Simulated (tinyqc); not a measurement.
Growth of a silicide layer between metal and silicon: linear-parabolic kinetics, ramp anneals and Kissinger analysis: one step, computed by the program tinyqc.

One compound layer of thickness x grows by diffusion through itself and reaction at an interface, dx/dt = 1/(2x/K + 1/v), until the metal is used up at x = a h.

Question. Geometry at full reaction. Silicon consumed b h, sheet resistance rho/(final thickness) with 1 micro-ohm cm/nm = 10 ohm; margin to the junction x_j - b h.

Inputs (values chosen for the exercise, modelled on NiSi):
```
quantity                                value          unit
metal thickness h                         6.8            nm
silicon consumed per metal thickness b   1.83             -
silicide resistivity                       14  micro-ohm cm
junction depth x_j                         33            nm
```

final thickness = 14.96 nm

Give: silicon consumed; sheet resistance; margin to the junction.

Answer.

silicon consumed = 12.444 nm

sheet resistance = 9.358 ohm/square

margin to the junction = 20.556 nm

The layer takes 38 % of the junction depth; its surface lies 2.52 nm above the original silicon surface. Caution: so thin a film has a resistivity above the bulk value and tends to agglomerate.
